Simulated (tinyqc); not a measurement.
Capacitance measurement on a leaky thin oxide: effects of series resistance and leakage: effect of the gate area.

The device is a capacitance C in parallel with a leakage conductance G, in series with Rs and Ls. An impedance meter reports either a parallel pair (Cp, Gp) from Y = 1/Z = Gp + i w Cp or a series pair (Cs, Rm) from Z = Rm + 1/(i w Cs); w = 2 pi f, dissipation D = Gp/(w |Cp|).

EOT = 3.9 tox/eox; CET = EOT + zc + zp; C = 3.9 eps0 A/CET; G = Jg A/Vs. Z = Rs + i w Ls + 1/(G + i w C); CET read from Cp = 3.9 eps0 A/Cp; errors under 0.001 % are printed as 0. Rs is held fixed.

Values chosen for this exercise; values of the order met in thin-oxide MOS capacitors: relative permittivity of the gate insulator (close to aluminium oxide) eox = 9.12; insulator thickness tox = 2.1 nm; oxide-equivalent thickness added by the accumulation layer zc = 0.45 nm; oxide-equivalent thickness added by gate depletion zp = 0 nm; gate leakage current density, not matched to the thickness Jg = 0.48 A/cm^2; voltage for an e-fold rise of the leakage Vs = 0.34 V; series resistance Rs = 63 ohm; series inductance Ls = 120 nH; measuring frequency f = 1e5 Hz.

Constants: eps0 = 8.8541878128e-14 F/cm where lengths are in cm. Results are converted to the units shown.

Results:
```
A (um^2),C (pF),Cp (pF),Cs (pF),D,error of Cp (%),error of Cs (%),CET read from Cp (nm)
20,0.5123,0.5123,0.9065,0.8772,-3.56e-3,76.9,1.348
70,1.793,1.793,3.173,0.8773,-0.0124,76.9,1.348
200,5.123,5.121,9.065,0.8775,-0.0356,76.9,1.349
600,15.37,15.35,27.19,0.8782,-0.107,76.9,1.349
2000,51.23,51.05,90.65,0.8807,-0.355,76.9,1.353
10000,256.2,251.6,453.3,0.8951,-1.77,76.9,1.372
40000,1025,954.0,1813,0.9490,-6.90,77.0,1.448
```

Estimate the missing row, A = 5000 um^2.

Computed row:
```
A (um^2),C (pF),Cp (pF),Cs (pF),D,error of Cp (%),error of Cs (%),CET read from Cp (nm)
5000,128.1,126.9,226.6,0.8861,-0.886,76.9,1.360
```

With this row back in the table: As A goes from 20 to 40000, the error of Cp goes from -0.00356 to -6.90 %, that of Cs from 76.9 to 77.0 %, and D rises from 0.877 to 0.949. The CET read from Cp goes from 1.35 to 1.45 nm against the true 1.35 nm. G/(w C) does not depend on the area, while G Rs and w C Rs and w^2 Ls C grow with it.

Numbers from tinyqc (`OMP_NUM_THREADS=1 python tinyqc.py 2022173 2022174 out.jsonl`; about 0.01 s on one thread of a shared Intel Xeon 2.30GHz).
